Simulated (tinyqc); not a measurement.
# Resonant-tunnelling diode, transfer matrices and Tsu-Esaki current, step by step

Numbers from tinyqc (`OMP_NUM_THREADS=1 python tinyqc.py 2600002 2600003 out.jsonl`; about 0.2 s on one thread of a shared Intel Xeon 2.30GHz). Printed values are rounded.

Emitter (band edge 0), barrier d1, well Lw, barrier d2, collector (edge -V). The bias drops linearly over these layers and none in the contacts; each layer is cut into ns equal slices, flat at the value of their centres. E is the energy of motion across the layers, C = hbar^2/(2 m0), psi and psi'/m are continuous. Transport is coherent, T(E) is taken as independent of the transverse momentum, and charge in the well is ignored.

Inputs (values chosen for the exercise); masses and offsets of a made-up heterostructure: temperature T = 300 K; mass in the well, spacer and contacts mw = 0.25 m0; barrier height U1 = 0.61 eV; barrier mass m1 = 0.34 m0; emitter barrier d1 = 1.1 nm; well width Lw = 1.9 nm; collector barrier d2 = 1.1 nm; slices in each layer ns = 3; Fermi energy of both contacts above their band edges Ef = 0.055 eV; bias of the collector V = 0.088 V; trial energy E = 0.10911 eV.

Constants: q = 1.602176634e-19 C, kB = 1.380649e-23 J/K, hbar = 1.054571817e-34 J s, m0 = 9.1093837015e-31 kg, Vt = kB T/q, hbar^2/(2 m0) = 0.0380998212 eV nm^2. Results are converted to the units shown.

## Slices under bias

U = edge of the layer - V x/Lt at the centre x of each slice, Lt the summed thickness.

```
slice      U (eV)  m (m0)  width (nm)
0       0.6060650    0.34   0.3666667
1       0.5981951    0.34   0.3666667
2       0.5903252    0.34   0.3666667
3      -0.0304065    0.25   0.6333333
4      -0.0440000    0.25   0.6333333
5      -0.0575935    0.25   0.6333333
6       0.5416748    0.34   0.3666667
7       0.5338049    0.34   0.3666667
8       0.5259350    0.34   0.3666667
```

## Running product of the slice matrices at the trial energy

For the pair (psi, psi'/m) a flat layer has M = [[cos kd, (m/k) sin kd], [-(k/m) sin kd, cos kd]] with k = sqrt(m (E - U)/C) above its edge U, and M = [[cosh Kd, (m/K) sinh Kd], [(K/m) sinh Kd, cosh Kd]] with K = sqrt(m (U - E)/C) below it. Later slices stand to the left. With M acting on (psi, psi'/m) and v = k/m in each lead, T(E) = 4 vL vR/[(vL vR M12 - M21)^2 + (vR M11 + vL M22)^2]. vL = sqrt(mw E/C)/mw, vR = sqrt(mw (E + V)/C)/mw.

Product after each layer:
```
                 M11   M12 (nm)  M21 (1/nm)        M22
barrier d1  5.057555  0.8018821    30.27397   4.997702
well        5.728969  0.9549249   -30.66067  -4.936078
barrier d2  2.405061  0.5288341    6.248036   1.789632
```

T(E) = 0.2105395

## Transmission at three energies near the peak

three energies (eV): [0.110455, 0.112355, 0.114255]

The same product at each energy.

T(E) at these energies: [0.3919459, 0.8728270, 0.6471227]

## Breit-Wigner parameters from a parabola through 1/T(E)

Near a resonance 1/T(E) = (1/Tp) [1 + (2 (E - Er)/G)^2]. With y = 1/T(E) at E0 - h, E0, E0 + h: a = (y1 + y3 - 2 y2)/(2 h^2), b = (y3 - y1)/(2 h), Er = E0 - b/(2 a), 1/Tp = y2 - b^2/(4 a), G = 2 sqrt(1/(Tp a)), tau = hbar/G.

Er = 0.1128844 eV
Tp = 0.9296985
G = 4.148170 meV
tau = 158.6753 fs

The true maximum of T(E) lies at 0.11286 eV with height 0.9226 and full width 4.229 meV; the fitted G is 1.9 % below that width.

## Current from the resonance alone

J = J0 times the integral over E > 0 of T(E) N(E), N = ln[(1 + exp((Ef - E)/Vt))/(1 + exp((Ef - V - E)/Vt))], J0 = q^2 mw m0 kB T/(2 pi^2 hbar^3) (times 1e-4 for A/cm^2 per eV). For a sharp resonance J = J0 (pi G/2) Tp N(Er), with Er the peak energy, Tp the peak transmission and G the full width at half maximum (in eV). The three values given are estimates from a parabola through three points of 1/T(E).

J0 = 1.045914e8 A/(cm^2 eV)
N(Er) = 0.09771817
J = 61.91416 kA/cm^2

The full integral over T(E) gives 62.31 kA/cm^2; the value above is 0.63 % below it. With the exact position, height and width of the peak (Er = 0.11286 eV, Tp = 0.9226, G = 4.229 meV) the formula is 0.64 % above it.
